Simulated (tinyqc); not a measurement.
Tight binding, dimerised chain, step by step. Computed by tinyqc, a small Python program that keeps every step. Settings: t1 = 1.48, t2 = 1.51, delta = 0, points = 12, cells = 5. Command: `OMP_NUM_THREADS=1 python tinyqc.py 24288 24289 out.jsonl` (the two numbers bound the seeds that draw the settings). One thread of a shared host (Intel(R) Xeon(R) Processor @ 2.60GHz), about 0.01 s of CPU time with the checks.

## Bloch Hamiltonian at k

Parameters chosen for this model:
```
parameter     value                      unit
t1         1.480000       eV, inside the cell
t2         1.510000         eV, between cells
delta             0  eV, +/- on the two sites
```

k point k (2 pi / a): [0.1400]

H_AA = +delta, H_BB = -delta, H_AB = -t1 - t2 exp(-i k a).

H(k) at k (eV), order A, B:
```
[[0.0000, -2.4425+1.1635i],
 [-2.4425-1.1635i, 0.0000]]
```

## Levels at k

Diagonalise the Hermitian matrix.

eigenvalues (eV): [-2.7055, 2.7055]

weights |c|^2 of the basis functions, order A, B:
```
[[0.5000, 0.5000],
 [0.5000, 0.5000]]
```

## Bloch Hamiltonian at X

k point X (2 pi / a): [0.5000]

As before.

H(k) at X (eV), order A, B:
```
[[0.0000, 0.0300],
 [0.0300, 0.0000]]
```

## Levels at X

As before.

eigenvalues (eV): [-0.0300, 0.0300]

weights |c|^2 of the basis functions, order A, B:
```
[[0.5000, 0.5000],
 [0.5000, 0.5000]]
```

## Bands along a path

The same steps at evenly spaced points between the labelled ones.

Bands along the path (eV):
```
k          band 1  band 2
G         -2.9900  2.9900
G-X 0.25  -2.7624  2.7624
G-X 0.50  -2.1144  2.1144
G-X 0.75  -1.1446  1.1446
X         -0.0300  0.0300
```

With 1 band(s) filled, the highest filled level on these points lies at X and the lowest empty one at X: a gap of 0.0600 eV, direct.

## Berry (Zak) phase of the lower band

On 12 points k_j = j/N: phase = -Im ln of the product of <u_j|u_(j+1)>, closed with u_N = u_0 (the cell-periodic part is taken without the site positions). Single arguments depend on the phases chosen for the u_j; only their sum modulo 2 pi does not.

Overlaps:
```
j   |<u_j|u_j+1>|  argument (rad)
0          0.9913         -0.1322
1          0.9912         -0.1325
2          0.9912          0.6624
3          0.9910         -0.9300
4          0.9901         -0.1409
5          0.6235          2.2440
6          0.6235          2.2440
7          0.9901         -0.1409
8          0.9910         -0.9300
9          0.9912          0.6624
10         0.9912         -0.1325
11         0.9913         -0.1322
```

phase / pi, folded into (-1, 1] = 1.0000

## Open chain of 5 cells

H of the open chain (eV):
```
[[0.0000, -1.4800, 0.0000, 0.0000, 0.0000, 0.0000, 0.0000, 0.0000, 0.0000, 0.0000],
 [-1.4800, 0.0000, -1.5100, 0.0000, 0.0000, 0.0000, 0.0000, 0.0000, 0.0000, 0.0000],
 [0.0000, -1.5100, 0.0000, -1.4800, 0.0000, 0.0000, 0.0000, 0.0000, 0.0000, 0.0000],
 [0.0000, 0.0000, -1.4800, 0.0000, -1.5100, 0.0000, 0.0000, 0.0000, 0.0000, 0.0000],
 [0.0000, 0.0000, 0.0000, -1.5100, 0.0000, -1.4800, 0.0000, 0.0000, 0.0000, 0.0000],
 [0.0000, 0.0000, 0.0000, 0.0000, -1.4800, 0.0000, -1.5100, 0.0000, 0.0000, 0.0000],
 [0.0000, 0.0000, 0.0000, 0.0000, 0.0000, -1.5100, 0.0000, -1.4800, 0.0000, 0.0000],
 [0.0000, 0.0000, 0.0000, 0.0000, 0.0000, 0.0000, -1.4800, 0.0000, -1.5100, 0.0000],
 [0.0000, 0.0000, 0.0000, 0.0000, 0.0000, 0.0000, 0.0000, -1.5100, 0.0000, -1.4800],
 [0.0000, 0.0000, 0.0000, 0.0000, 0.0000, 0.0000, 0.0000, 0.0000, -1.4800, 0.0000]]
```

The same hoppings without the wrap-around bond.

levels (eV): [-2.8687, -2.5145, -1.9558, -1.2369, -0.4069, 0.4069, 1.2369, 1.9558, 2.5145, 2.8687]

weights of the highest filled level on the sites: [0.1830, 0.0138, 0.1502, 0.0513, 0.1016, 0.1016, 0.0513, 0.1502, 0.0138, 0.1830]

The bulk gap runs from -0.0300 to 0.0300 eV; no level of this chain lies inside it.
